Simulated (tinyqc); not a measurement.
Worked calculation: lateral field, substrate current, probability of reaching the oxide barrier and hot-carrier lifetime of a silicon transistor (pseudo-two-dimensional and lucky-electron models). Computed by tinyqc, a small Python program that keeps every step. Command: `OMP_NUM_THREADS=1 python tinyqc.py 3018628 3018629 out.jsonl hotcar walk`. One thread of a shared host (Intel(R) Xeon(R) Processor @ 2.30GHz), about 0.01 s of CPU time with the checks. Intermediate numbers are printed to about 5 digits and carried at full precision; extremes and crossings named in words are read from the listed rows.

Local-field models: a lucky carrier gains its energy at the peak field over a path free of collisions. Voltages are magnitudes.

Inputs (values chosen for the exercise, modelled on a silicon n-channel):

| quantity | value | unit |
|---|---|---|
| channel length L | 1200 | nm |
| oxide thickness t | 26 | nm |
| junction depth x_j | 290 | nm |
| mobility mu | 330 | cm^2/(V s) |
| saturation velocity v_s | 0.9 | 1e7 cm/s |
| threshold voltage V_T | 0.64 | V |
| gate voltage V_G | 3.4 | V |
| drain voltage V_D | 8.1 | V |
| ionisation prefactor A_i | 1.8e+06 | 1/cm |
| ionisation field B_i | 1.67 | MV/cm |
| hot-carrier mean free path lambda | 7.9 | nm |
| oxide barrier phi_b | 3.1 | eV |
| interface-trap threshold phi_it | 3.7 | eV |
| lifetime constant H | 900 | s microampere/micrometre |
| length of the depleted extension L_n | 91 | nm |

Drain: lightly doped extension.

Constants: eps_0 = 8.8541878128e-12 F/m.

## Saturation point and current

C_ox = 3.9 eps_0/t; F_sat = 2 v_s/mu; V_Dsat = V_ov F_sat L/(V_ov + F_sat L), V_ov = V_G - V_T; I_D/W = C_ox v_s (V_ov - V_Dsat).

F_sat = 54.545 kV/cm

V_Dsat = 1.9414 V

drain current I_D/W = 97.851 microampere/micrometre

## Peak lateral field

Scale length l = 0.22 t^(1/3) x_j^(1/2) (all in cm); F_m = sqrt(((V_D - V_Dsat)/l_e)^2 + F_sat^2), with l_e = l + L_n; length of the velocity-saturated region l_e ln((V_D - V_Dsat)/(l_e F_sat) + F_m/F_sat).

scale length l = 162.91 nm

peak field F_m = 248.61 kV/cm

velocity-saturated length = 558.03 nm

energy gained over one free path, e lambda F_m = 0.19640 eV

The field rises from F_sat to F_m as cosh(x/l_e), a factor 4.6, over 47 % of L.

## Hot-carrier currents and lifetime

Substrate current I_sub/I_D = (A_i/B_i)(V_D - V_Dsat) exp(-B_i/F_m); probability of reaching the oxide barrier exp(-phi_b/(e lambda F_m)); lifetime tau = (H/(I_D/W)) exp(phi_it/(e lambda F_m)).

I_sub/I_D = 0.0080301

substrate current I_sub/W = 0.78575 microampere/micrometre

probability of reaching phi_b = 1.3967e-07

lifetime tau = 1.3975e+09 s

exponent m = phi_it/(e lambda B_i) = 2.8045

Since both exponentials depend on 1/F_m, tau I_D scales about as (I_sub/I_D)^(-m) with m = 2.80, which lets I_sub serve as the monitor. The lifetime is 4.43 times ten years (3.156e8 s).

## Substrate current against gate voltage

The formulas are those given above.

At the given drain voltage:

| V_G (V) | V_Dsat (V) | I_D/W (microampere/micrometre) | F_m (kV/cm) | I_sub/W (microampere/micrometre) | tau (s) |
|---|---|---|---|---|---|
| 1.1 | 0.4298 | 3.61 | 306.97 | 0.12949 | 1.0541e+09 |
| 1.5 | 0.7601 | 11.94 | 294.18 | 0.32340 | 6.1899e+08 |
| 2.1 | 1.1937 | 31.83 | 277.41 | 0.57569 | 6.0759e+08 |
| 3.0 | 1.7346 | 74.76 | 256.56 | 0.76408 | 1.0201e+09 |
| 3.9 | 2.1762 | 129.55 | 239.60 | 0.77725 | 2.1439e+09 |
| 5.2 | 2.6876 | 223.81 | 220.03 | 0.66005 | 7.0589e+09 |
| 6.4 | 3.0638 | 322.28 | 205.71 | 0.52139 | 2.1576e+10 |
| 7.7 | 3.3965 | 437.90 | 193.11 | 0.38954 | 7.0159e+10 |
| 8.9 | 3.6517 | 550.83 | 183.49 | 0.29447 | 1.9894e+11 |

I_sub peaks at V_G = 3.9 V, 0.48 V_D: a higher gate voltage brings more carriers but raises V_Dsat and so lowers F_m. The shortest lifetime among the rows lies at V_G = 2.1 V, below that of the largest I_sub, since tau depends more steeply on the field.

## Extrapolating accelerated tests

V_10 solves tau = 3.156e8 s at the given V_G. The extrapolation fits ln(tau) against 1/V_D at 1, 1.08, 1.16 and 1.25 times the given V_D (rounded to 3 digits) by least squares and reads off the same tau.

Stress points:

| V_D (V) | 1/V_D (1/V) | tau (s) |
|---|---|---|
| 8.10 | 0.12346 | 1.3975e+09 |
| 8.75 | 0.11429 | 2.4938e+08 |
| 9.40 | 0.10638 | 5.9110e+07 |
| 10.10 | 0.09901 | 1.6020e+07 |

ten-year drain voltage V_10 = 8.6537 V

V_10 from the 1/V_D extrapolation = 8.6627 V

The extrapolation is 9 mV above the true value.

Checks made by the program: voltage drop as the integral of F_sat cosh(x/l_e) over the saturated length (relative difference below 1e-10).
